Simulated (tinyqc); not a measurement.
Schottky diode by thermionic emission with image-force lowering and series resistance: effect of the doping on the lowering.

Metal on an n-type semiconductor with one parabolic valley; V > 0 is forward bias (metal positive). I = I0 [exp(Vj/(n Vt)) - 1] with Vj = V - I Rs; I0 = S A* T^2 exp(-(phi - dphi)/Vt), the lowering dphi taken at zero bias.

A* = 4 pi q me m0 kB^2/h^3 (times 1e-4 for A/(cm^2 K^2)); Nc = 2 (2 pi me m0 kB T/h^2)^1.5 (times 1e-6 for cm^-3); xi = Vt ln(Nc/Nd), Vbi = phi - xi; surface field Em = sqrt(2 q Nd (Vbi - V - Vt)/(eps0 eps_r)); dphi = sqrt(q Em/(4 pi eps0 eps_r)). Here V = 0 in Em.

Parameters, values chosen for the exercise; band and dielectric values those of a made-up semiconductor: temperature T = 400 K; electron mass me = 0.0767 m0; relative permittivity eps_r = 12.5; barrier height seen from the metal phi = 0.52 eV; area S = 3.7e-5 cm^2.

Constants: q = 1.602176634e-19 C, kB = 1.380649e-23 J/K, h = 6.62607015e-34 J s, m0 = 9.1093837015e-31 kg, Vt = kB T/q, eps0 = 8.8541878128e-14 F/cm where lengths are in cm. Results are converted to the units shown.

Effect of the doping on the lowering:
```
Nd (cm^-3)	Vbi (V)	Em (kV/cm)	dphi (meV)	I0 (A)
1.1e14	0.2126	2.382	5.238	1.783e-5
2.7e14	0.2436	4.043	6.825	1.867e-5
6.4e14	0.2733	6.653	8.754	1.975e-5
1.5e15	0.3027	10.79	11.15	2.117e-5
3.7e15	0.3338	17.91	14.36	2.324e-5
8.9e15	0.3641	29.14	18.32	2.607e-5
2.1e16	0.3936	46.73	23.20	3.003e-5
5.1e16	0.4242	75.86	29.56	3.611e-5
1.2e17	0.4537	120.7	37.29	4.519e-5
```

What does the comparison show?

dphi rises from 5.24 to 37.3 meV, as Nd^(0.28) (1/4 at fixed Vbi), and I0 grows by a factor of 2.53. Emission limits the current only if the drift velocity at the surface is well above A* T^2/(q Nc) = 1.12e7 cm/s; with a mobility of 766 cm^2/(V s) it is less than three times that in 6 of the rows, where I0 is overstated.

Numbers from tinyqc (`OMP_NUM_THREADS=1 python tinyqc.py 2640051 2640052 out.jsonl`; about 0.01 s on one thread of a shared Intel Xeon 2.30GHz).
